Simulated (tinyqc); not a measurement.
Tunnelling through a two-layer gate stack, WKB transmission and Tsu-Esaki current: two steps of the calculation.

Electrons leave the emitter at x = 0. Energies E (motion across the layers) are in eV from the emitter Fermi level; the collector Fermi level lies at -V and offers states at every E. No charge in the dielectric and no image force: F1 = V/(t1 + t2 eps1/eps2), F2 = F1 eps1/eps2; U = phi1 - F1 x in layer 1 and phi2 - F1 t1 - F2 (x - t1) in layer 2. With C = hbar^2/(2 m0), kappa = sqrt(m (U - E)/C) where U > E and 0 elsewhere; T(E) = exp(-S), S = 2 times the integral of kappa over x.

Values chosen for this exercise; layer 1 close to silicon dioxide, layer 2 close to zirconium oxide:

| symbol | value | unit | meaning |
|---|---|---|---|
| T | 350 | K | temperature |
| Ef | 0.11 | eV | Fermi energy of the emitter above its band bottom |
| me | 0.56 | m0 | emitter mass in the supply function |
| phi1 | 2.95 | eV | barrier of layer 1 above the emitter Fermi level at zero bias |
| m1 | 0.48 | m0 | tunnelling mass of layer 1 |
| t1 | 0.7 | nm | thickness of layer 1 |
| eps1 | 3.86 |  | relative permittivity of layer 1 |
| phi2 | 1.39 | eV | barrier of layer 2 at zero bias |
| m2 | 0.24 | m0 | tunnelling mass of layer 2 |
| t2 | 1.3 | nm | thickness of layer 2 |
| eps2 | 26.2 |  | relative permittivity of layer 2 |
| V | 1.3 | V | voltage across the dielectric |
| E | 0.09 | eV | energy of the electron followed |
| nc | 6 |  | cells in each layer |
| Ea | -0.11 | eV | lower end of the energy grid |
| Eb | 0.37 | eV | upper end of the energy grid |
| nE | 9 |  | points of the energy grid |

Constants: q = 1.602176634e-19 C, kB = 1.380649e-23 J/K, hbar = 1.054571817e-34 J s, m0 = 9.1093837015e-31 kg, Vt = kB T/q, hbar^2/(2 m0) = 0.0380998212 eV nm^2. Results are converted to the units shown.

Question 1. WKB exponent by the midpoint rule. Cut each layer into nc equal cells, take U and kappa at the cell centres, and sum S = 2 sum kappa h.

Give: x; U; kappa; S; T(E).

Answer 1.

```
cell,x (nm),U (eV),kappa (1/nm)
0,0.0583,2.8649,5.9127
1,0.1750,2.6948,5.7286
2,0.2917,2.5247,5.5384
3,0.4083,2.3546,5.3414
4,0.5250,2.1845,5.1368
5,0.6417,2.0143,4.9238
6,0.8083,0.3460,1.2699
7,1.0250,0.2995,1.1487
8,1.2417,0.2529,1.0130
9,1.4583,0.2064,0.8562
10,1.6750,0.1598,0.6632
11,1.8917,0.1133,0.3829
```

S = 9.9137
T(E) = 4.9491e-5

Question 2. Current density on a coarse energy grid. Each layer adds (2/F) sqrt(m/C) [G(u at its left edge) - G(u at its right edge)] to S, with u = U - E (0 where negative) and G(u) = (2/3) u^1.5. The slope follows from 1/d = -dS/dE.

J = J0 times the integral of T(E) N(E) dE, N = ln[(1 + exp(-E/Vt))/(1 + exp((-E - V)/Vt))], J0 = q^2 me m0 kB T/(2 pi^2 hbar^3) (times 1e-4 for A/cm^2 per eV), by Simpson's rule on nE equally spaced points from Ea to Eb.

Give: E; T(E); N; T(E) N; J0; J.

Answer 2.

```
point,E (eV),T(E),N,T(E) N
0,-0.1100,8.322e-6,3.673,3.057e-5
1,-0.0500,1.314e-5,1.832,2.407e-5
2,0.0100,2.180e-5,0.5410,1.180e-5
3,0.0700,3.944e-5,0.09366,3.694e-6
4,0.1300,8.613e-5,0.01334,1.149e-6
5,0.1900,1.805e-4,0.001835,3.314e-7
6,0.2500,3.429e-4,2.512e-4,8.616e-8
7,0.3100,5.762e-4,3.437e-5,1.981e-8
8,0.3700,8.003e-4,4.701e-6,3.763e-9
```

J0 = 2.733e8 A/(cm^2 eV)
J = 924.4 A/cm^2

The integrand peaks at E = -0.110 eV among these points.

Range of the model: The field of 14.6 MV/cm is more than most gate dielectrics sustain; the model ignores breakdown. A layer thinner than 0.8 nm holds only a few atomic planes, where an effective mass is a rough description.

tinyqc, about 0.04 s, one thread, Intel Xeon 2.30GHz (shared host): `OMP_NUM_THREADS=1 python tinyqc.py 2540015 2540016 out.jsonl`
